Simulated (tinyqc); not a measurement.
Phonon transmission through an interface between two chains by Green functions. Inputs raised by 2 %, one at a time. Computed by tinyqc, a small Python program. Command: `OMP_NUM_THREADS=1 python tinyqc.py 3029258 3029259 out.jsonl agf sens`. One thread of a shared host (Intel(R) Xeon(R) Processor @ 2.30GHz), about 0.03 s of CPU time with the checks.

Two semi-infinite chains (masses m_1, m_2; springs k_1, k_2), motion along the chain. The central region holds the end atom of each chain and one interlayer atom of mass m_b, joined by springs k_b. lambda = omega^2 in eV/(angstrom^2 u); nu = 15.6333042 THz x sqrt(lambda).

Inputs (values chosen for the exercise, for two model chains):
```
quantity                          value           unit
mass m_1                           57.3              u
spring k_1                          3.6  eV/angstrom^2
mass m_2                           76.8              u
spring k_2                         3.82  eV/angstrom^2
junction spring k_b               0.541  eV/angstrom^2
interlayer mass m_b                96.9              u
probe frequency / lower band top   0.56              -
temperature T                       500              K
```

Atoms in the interlayer: one.

Constants: nu for 1 eV/(angstrom^2 u) = 15.6333042 THz; h x 1 THz = 4.135667696 meV; k_B = 8.617333262e-05 eV/K; k_B = 1.380649e-23 J/K; h = 6.62607015e-34 J s.

Method:
- nu_max = 15.6333042 THz x 2 sqrt(k/m); impedance Z = sqrt(k m); long-wave transmission 4 Z_1 Z_2/(Z_1 + Z_2)^2; the probe frequency is the given share of the lower band top.
- In chain i, sin(q_i a/2) = nu/nu_max,i. An outgoing wave makes the next atom move as exp(i q_i a) times the end atom, so the lead adds the self-energy Sigma_i = -k_i exp(i q_i a) to the force-constant matrix; Gamma_i = -2 Im Sigma_i = 2 k_i sin(q_i a).
- A = lambda M - K - Sigma over the central atoms, with K_ii the sum of the springs at i, K_(i,i+1) = -k_b; G = inverse of A; transmission = Gamma_1 Gamma_2 |G_(first,last)|^2.
- Landauer conductance G = k_B int tau(nu) x^2 e^x/(e^x - 1)^2 d nu, x = h nu/(k_B T), from 0 to the lower band top (240 Gauss-Legendre points in s from 0 to 1, nu = nu_top sin(pi s/2)); tau is the transmission, and its thermal mean is G over the value for tau = 1 in the same window; the quantum is g_0 = pi^2 k_B^2 T/(3 h).

Runs:
```
input moved                           from       to  conductance G (pW/K)  thermal mean of the transmission  long-wave transmission  transmission
base run                                 -        -                 20.23                            0.2127                  0.9923     8.756e-04
mass m_1 (u)                          57.3   58.446                 20.17                            0.2121                  0.9931     8.647e-04
spring k_1 (eV/angstrom^2)             3.6    3.672                 20.16                            0.2120                  0.9931     8.671e-04
mass m_2 (u)                          76.8   78.336                 20.15                            0.2140                  0.9914     9.311e-04
spring k_2 (eV/angstrom^2)            3.82   3.8964                 20.14                            0.2098                  0.9914     8.052e-04
junction spring k_b (eV/angstrom^2)  0.541  0.55182                 20.58                            0.2164                  0.9923     9.618e-04
interlayer mass m_b (u)               96.9   98.838                 20.16                            0.2120                  0.9923     8.340e-04
temperature T (K)                      500      510                 20.23                            0.2126                  0.9923     8.756e-04
```

Exponents ln(y'/y) / ln(x'/x):
```
input                conductance G  thermal mean of the transmission  long-wave transmission  transmission
mass m_1                    -0.140                            -0.140                   0.043        -0.635
spring k_1                  -0.163                            -0.163                   0.043        -0.496
mass m_2                    -0.188                             0.299                  -0.045         3.102
spring k_2                  -0.210                            -0.698                  -0.045        -4.231
junction spring k_b          0.869                             0.869                   0.000         4.739
interlayer mass m_b         -0.174                            -0.174                   0.000        -2.461
temperature T                0.002                            -0.022                   0.000         0.000
```

Among the inputs moved here: conductance G answers most in size to junction spring k_b (exponent +0.869), next to spring k_2 (-0.210). Its exponent +0.002 in temperature T: the classical plateau. Thermal mean of the transmission answers most in size to junction spring k_b (exponent +0.869), next to spring k_2 (-0.698). Long-wave transmission answers most in size to spring k_2 (exponent -0.045), and about equally to mass m_2 (-0.045); its exponent is below 0.0005 for junction spring k_b, interlayer mass m_b, temperature T. Its exponent 0.000 in junction spring k_b: long waves do not see the junction. Transmission answers most in size to junction spring k_b (exponent +4.739), next to spring k_2 (-4.231); its exponent is below 0.0005 for temperature T.
